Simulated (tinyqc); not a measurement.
Exact and approximate surface terms: size effects in the resistivity of thin metal films and interconnect lines. Computed by tinyqc, a small Python program. Command: `OMP_NUM_THREADS=1 python tinyqc.py 3024179 3024180 out.jsonl size walk`. One thread of a shared host (Intel(R) Xeon(R) Processor @ 2.30GHz), about 0.01 s of CPU time with the checks.

Electrons lose their drift at surfaces (a share 1 - p of the hits) and at grain boundaries (reflection R), besides bulk scattering.

Inputs (values chosen for the exercise, modelled on ruthenium): bulk mean free path lambda = 6.93 nm; specularity p = 0.

Geometry: film.

Method. Fuchs-Sondheimer film: rho_b/rho = 1 - (3/(2 kappa))(1 - p) int_0^1 (s - s^3)(1 - exp(-kappa/s))/(1 - p exp(-kappa/s)) ds, f = rho/rho_b, kappa = thickness/lambda, 80 Gauss-Legendre points. Thick-film form 1 + 3 (1 - p)/(8 kappa); thin-film form (4/3)((1 - p)/(1 + p))/(kappa ln(1/kappa)).

Rho/rho_b:
```
kappa      h (nm)   exact  thick-film form  thin-film form
0.01   6.9300e-02  26.484          38.5000          28.953
0.02   1.3860e-01  15.333          19.7500          17.041
0.05   3.4650e-01   7.728           8.5000           8.902
0.1    6.9300e-01   4.782           4.7500           5.791
0.2    1.3860e+00   3.096           2.8750           4.142
0.5    3.4650e+00   1.916           1.7500               -
1      6.9300e+00   1.462           1.3750               -
2      1.3860e+01   1.221           1.1875               -
5      3.4650e+01   1.081           1.0750               -
10     6.9300e+01   1.039           1.0375               -
```

The thick-film form is within 5 % down to kappa = 2; at kappa = 0.01 it is 1.45 times the exact value and the thin-film form 1.09 times. The resistivity doubles between 1.39 and 3.46 nm. Rows thinner than about 5 nm only illustrate the formulas.

Extremes, crossings and ranges named in words are read from the listed rows.
